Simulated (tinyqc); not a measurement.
# Transistor under a ferroelectric capacitor (negative capacitance), static model: what changes with what

A ferroelectric film of thickness tf lies between the gate and an inner metal at potential v, which drives an ordinary transistor. One domain, P = Q (background permittivity neglected): Vg = v + tf (2 al Q + 4 be Q^3), al = -3 sqrt(3) Ec/(4 Pr), be = 3 sqrt(3) Ec/(8 Pr^3). Gate charge Q(v) = Qi + Cp v with the channel charge Qi = Cox n Vt ln(1 + exp((v - VT)/(n Vt))). Q in uC/cm^2, E in kV/cm; 1 nm times 1 kV/cm is 1e-4 V. Domains, leakage and the switching time are left out.

Parameters, values chosen for the exercise; Pr and Ec close to those of hafnium oxide based films:
- T = 250 K (temperature)
- Pr = 10 uC/cm^2 (remanent polarisation)
- Ec = 600 kV/cm (coercive field)
- Cox = 2.9 uF/cm^2 (capacitance of the inner oxide)
- Cp = 0.89 uF/cm^2 (overlap capacitance per gate area)
- VT = 0.42 V (threshold of the inner transistor)
- n = 1.28 (subthreshold factor of the inner transistor)
- Vg = 0.59 V (gate voltage)

Constants: q = 1.602176634e-19 C, kB = 1.380649e-23 J/K, Vt = kB T/q. Results are converted to the units shown.

Each table varies one quantity; the others keep the values above.

## Effect of the ferroelectric thickness

C = dQ/dv = Cox/(1 + exp(-(v - VT)/(n Vt))) + Cp; dVg/dv = 1 + C tf (2 al + 12 be Q^2); gain = dv/dVg. The largest gain is taken over -0.3 V < v < 2.5 V, tc is the thickness at which dVg/dv first touches zero, the swing is n Vt ln 10 (1 + 2 al tf Cp), v solves Vg(v) = Vg, and the last column compares Qi(v) with Qi(Vg) of the transistor without the film.

Effect of the ferroelectric thickness:
```
tf (nm)	tc (nm)	largest gain	swing (mV/decade)	v at Vg (V)	Qi with/without film
1.7	17.43	1.108	62.00	0.6196	1.174
2.4	17.43	1.160	61.38	0.6337	1.256
3.2	17.43	1.225	60.68	0.6514	1.361
4.4	17.43	1.338	59.62	0.6820	1.541
6	17.43	1.525	58.21	0.7321	1.835
8.2	17.43	1.888	56.27	0.8252	2.383
11	17.43	2.710	53.80	1.004	3.433
15	17.43	7.164	50.28	1.375	5.614
```

What does the table show?

As tf goes from 1.7 to 15 nm, the largest gain rises from 1.11 to 7.16, the swing falls from 62.0 to 50.3 mV a decade and tc stays at 17.4 nm. The gain grows as 1/(1 - tf/tc), the swing falls only linearly, because below threshold the film works against the small Cp. At tf = 21 nm tf is within 2 % of tc or beyond it, so those rows are left out. For tf = 11 to 15 nm the gate charge passes 2.5 uC/cm^2, about what a silicon dioxide interlayer withstands. At tf = 15 nm the gain relies on a single-domain state close to the fold, which domains would spoil.

## Effect of the capacitance of the inner oxide

Same model as above.

In this table tf = 5.6 nm.

Effect of the capacitance of the inner oxide:
```
Cox (uF/cm^2)	tc (nm)	largest gain	swing (mV/decade)	v at Vg (V)	Qi with/without film
1	34.47	1.194	58.56	0.6621	1.423
1.5	27.35	1.257	58.56	0.6750	1.500
2	22.71	1.327	58.56	0.6892	1.583
2.5	19.43	1.405	58.56	0.7048	1.675
3	17.00	1.491	58.56	0.7219	1.775
3.5	15.12	1.588	58.56	0.7405	1.885
4	13.63	1.697	58.56	0.7606	2.003
4.5	12.42	1.821	58.56	0.7820	2.129
5	11.41	1.964	58.56	0.8042	2.259
```

Read the table: what changes, and by how much?

As Cox goes from 1 to 5 uF/cm^2, the largest gain rises from 1.19 to 1.96, the swing stays at 58.6 mV a decade and tc falls from 34.5 to 11.4 nm. At Cox = 5 uF/cm^2 the gate charge passes 2.5 uC/cm^2, about what a silicon dioxide interlayer withstands.

tinyqc, about 0.03 s, one thread, Intel Xeon 2.30GHz (shared host): `OMP_NUM_THREADS=1 python tinyqc.py 2860149 2860150 out.jsonl`
